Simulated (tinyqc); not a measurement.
# Inputs raised by 2 %, one at a time

Model: spin coating of a resist or spin-on film: centrifugal thinning, evaporation and the final thickness (Emslie and Meyerhofer models). Computed by tinyqc, a small Python program. Command: `OMP_NUM_THREADS=1 python tinyqc.py 3112460 3112461 out.jsonl spincoat sens`. One thread of a shared host (Intel(R) Xeon(R) Processor @ 2.30GHz), about 0.4 s of CPU time with the checks.

A Newtonian film stays uniform over the wafer; solvent and solids have the same density and the concentration is uniform through the thickness.

Inputs (values chosen for the exercise, of the order of those of a polymer resist in an ester solvent):

| quantity | value | unit |
|---|---|---|
| solids volume fraction c0 | 0.073 | - |
| kinematic viscosity of the solvent nu_s | 1.5 | mm^2/s |
| viscosity constant k | 320 | mm^2/s |
| viscosity exponent gamma | 2.8 | - |
| spin speed f | 4000 | rpm |
| evaporation rate at 1000 rpm e0 | 0.087 | micrometre/s |
| starting thickness h0 | 600 | micrometre |
| wafer radius R | 100 | mm |
| shrinkage in the bake | 9.9 | % |

Method:
- omega = 2 pi f/60; nu(c) = nu_s + k c^gamma; evaporation rate e = e0 sqrt(f/1000 rpm).
- Flow constant K = 2 omega^2/(3 nu(c0)); Reynolds number of the air omega R^2/nu_air with nu_air = 15 mm^2/s.
- Meyerhofer estimate: flow rules until (1 - c0) K h^3 = e, then evaporation alone: h_w = (e/((1 - c0) K))^(1/3), dry film c0 h_w.
- Full model for solids s and liquid l per area, h = s + l, c = s/h: ds/dt = -c Q, dl/dt = -(1 - c) Q - e, Q = 2 omega^2 h^3/(3 nu(c)); integrated adaptively (relative tolerance 1e-9) until l = 0.
- Dry film = s at l = 0, before the bake; film after the bake = s x (1 - shrinkage).

Runs:

| input moved | from | to | dry film (nm) | time to dry (s) | dry film, estimate (nm) | wet thickness h_w (micrometre) |
|---|---|---|---|---|---|---|
| base run | - | - | 106.5 | 9.199 | 102.2 | 1.400 |
| solids volume fraction c0 | 0.073 | 0.07446 | 109.1 | 9.219 | 104.5 | 1.404 |
| kinematic viscosity of the solvent nu_s (mm^2/s) | 1.5 | 1.53 | 107.0 | 9.249 | 102.8 | 1.408 |
| viscosity constant k (mm^2/s) | 320 | 326.4 | 106.6 | 9.211 | 102.3 | 1.401 |
| viscosity exponent gamma | 2.8 | 2.856 | 105.5 | 9.127 | 101.6 | 1.392 |
| spin speed f (rpm) | 4000 | 4080 | 105.4 | 9.019 | 101.2 | 1.386 |
| evaporation rate at 1000 rpm e0 (micrometre/s) | 0.087 | 0.08874 | 107.2 | 9.078 | 102.9 | 1.409 |
| starting thickness h0 (micrometre) | 600 | 612 | 106.5 | 9.199 | 102.2 | 1.400 |

Exponents ln(y'/y) / ln(x'/x):

| input | dry film | time to dry | dry film, estimate | wet thickness h_w |
|---|---|---|---|---|
| solids volume fraction c0 | 1.224 | 0.111 | 1.144 | 0.144 |
| kinematic viscosity of the solvent nu_s | 0.255 | 0.271 | 0.293 | 0.293 |
| viscosity constant k | 0.079 | 0.063 | 0.041 | 0.041 |
| viscosity exponent gamma | -0.476 | -0.399 | -0.284 | -0.284 |
| spin speed f | -0.500 | -1.000 | -0.500 | -0.500 |
| evaporation rate at 1000 rpm e0 | 0.333 | -0.667 | 0.333 | 0.333 |
| starting thickness h0 | 0.000 | 0.000 | 0.000 | 0.000 |

Among the inputs moved here: dry film answers most in size to solids volume fraction c0 (exponent +1.224), next to spin speed f (-0.500); its exponent is below 0.0005 for starting thickness h0. Its exponent -0.500 in spin speed f: (e/omega^2)^(1/3) with e as sqrt(f). Its exponent +0.333 in evaporation rate at 1000 rpm e0: the cube root of the evaporation rate. Time to dry answers most in size to spin speed f (exponent -1.000), next to evaporation rate at 1000 rpm e0 (-0.667); its exponent is below 0.0005 for starting thickness h0. dry film, estimate answers most in size to solids volume fraction c0 (exponent +1.144), next to spin speed f (-0.500); its exponent is below 0.0005 for starting thickness h0. wet thickness h_w answers most in size to spin speed f (exponent -0.500), next to evaporation rate at 1000 rpm e0 (+0.333); its exponent is below 0.0005 for starting thickness h0.
